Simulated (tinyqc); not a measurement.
# Composition from the perpendicular lattice constant

Question. The layer is x parts of the first compound and 1 - x of the second, grown coherently on the third as substrate and barrier. Rows of the table: lattice constant a, average valence level Ea on an absolute scale, spin-orbit splitting so, gaps at Gamma, X and L, hydrostatic deformation potentials av and ac (Gamma), shear potential b, elastic constants, electron and heavy-hole (along z) masses. All are interpolated linearly in x; gaps get -C x (1 - x), taken wholly in the conduction band; real line-ups can differ from this model by 0.1 eV or more. In-plane strain e = (a_substrate - a)/a, e_z = -2 (c12/c11) e, volume change 2 e + e_z. X-ray diffraction gives a_z = a (1 + e_z) of the coherent layer. Find x, e and the relaxed Gamma gap.

Parameters, values chosen for the exercise:
- CG = 1.43 eV (bowing of the Gamma gap)
- CX = 1.2 eV (bowing of the X gap)
- CL = 1.2 eV (bowing of the L gap)

Binary compounds, values chosen for the exercise:
```
	close to GaSb	close to GaAs	close to InP
a (angstrom)	6.096	5.653	5.869
Ea (eV)	-6.25	-6.92	-7.04
so (eV)	0.752	0.336	0.11
EG (eV)	0.725	1.42	1.34
EX (eV)	1.03	1.9	2.17
EL (eV)	0.811	1.7	1.92
av (eV)	0.793	1.15	1.26
ac (eV)	-6.92	-7.19	-4.97
b (eV)	-2	-1.72	-1.72
c11 (GPa)	87.3	119	101
c12 (GPa)	40.1	53.6	56
me (m0)	0.0392	0.0676	0.0796
mh (m0)	0.251	0.353	0.536
```

lattice constant along the growth direction = 5.81190363 angstrom

Solution. a_z changes steadily with x, about (1 + 2 c12/c11) times as fast as the relaxed lattice constant, so one composition matches.

x = 0.4200
e = 0.5128 %
relaxed Gamma gap = 0.7798 eV

Computed by the program tinyqc: `OMP_NUM_THREADS=1 python tinyqc.py 2690117 2690118 out.jsonl`, one thread of a shared Intel Xeon 2.30GHz, about 0.01 s for the whole run.
